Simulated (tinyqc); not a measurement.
p-n diode with diffusion and depletion-layer recombination: two steps of the calculation.

Abrupt junction in the depletion approximation, low injection, full ionisation, neutral widths fixed, ohmic contact on the p side. Vj is the junction voltage; where a series resistance Rs is given, V = Vj + J Rs is the terminal voltage.

Inputs (values chosen for the exercise); band and dielectric values close to those of germanium:

| symbol | value | unit | meaning |
|---|---|---|---|
| T | 300 | K | temperature |
| Eg | 0.656 | eV | band gap |
| Nc | 1.02e19 | cm^-3 | conduction-band density of states at T |
| Nv | 6.04e18 | cm^-3 | valence-band density of states at T |
| Na | 5.7e16 | cm^-3 | acceptor density |
| Nd | 2.8e17 | cm^-3 | donor density |
| mun | 2500 | cm^2/(V s) | electron mobility in the p side |
| mup | 830 | cm^2/(V s) | hole mobility in the n side |
| tn | 2e-9 | s | electron lifetime |
| tp | 5e-8 | s | hole lifetime |
| wp | 0.27 | um | neutral width of the p side |
| wn | 6.1 | um | neutral width of the n side |
| Sp | 1e7 | cm/s | recombination velocity at the n contact |
| Rs | 0.00013 | ohm cm^2 | series resistance |
| V | 0.28 | V | terminal voltage |

Constants: q = 1.602176634e-19 C, kB = 1.380649e-23 J/K, Vt = kB T/q. Results are converted to the units shown.

Task 1. Diffusion lengths and saturation currents. ni = sqrt(Nc Nv) exp(-Eg/(2 Vt)), Eg in volts; D = mu Vt; Ln = sqrt(Dn tn), Lp = sqrt(Dp tp); J0n = q ni^2 Dn coth(wp/Ln)/(Ln Na); J0p = (q ni^2 Dp/(Lp Nd)) (s + tanh(wn/Lp))/(1 + s tanh(wn/Lp)), s = Sp Lp/Dp.

Find: ni; Ln; Lp; J0n; J0p.

Result 1.

ni = 2.4247e13 cm^-3
Ln = 3.5953 um
Lp = 10.358 um
J0n = 0.0039632 A/cm^2
J0p = 1.3134e-5 A/cm^2

wp/Ln = 0.075 and wn/Lp = 0.59; electrons carry 99.7 % of the diffusion current.

Task 2. New Vj. Diffusion current alone: J = J0 (exp(Vj/Vt) - 1), g = Vj + J Rs - V, g' = 1 + Rs J0 exp(Vj/Vt)/Vt, Vj(new) = Vj - g/g'.

Vj after iteration 1 = 0.31245981 V
J0 = J0n + J0p = 0.0039763108 A/cm^2

Find: J; g; g'; Vj after iteration 2.

Result 2.

J = 705.62 A/cm^2
g = 0.12419 V
g' = 4.5483
Vj after iteration 2 = 0.28516 V

Program tinyqc, `OMP_NUM_THREADS=1 python tinyqc.py 2260014 2260015 out.jsonl`; Intel Xeon 2.30GHz, shared host, one thread, about 0.01 s.
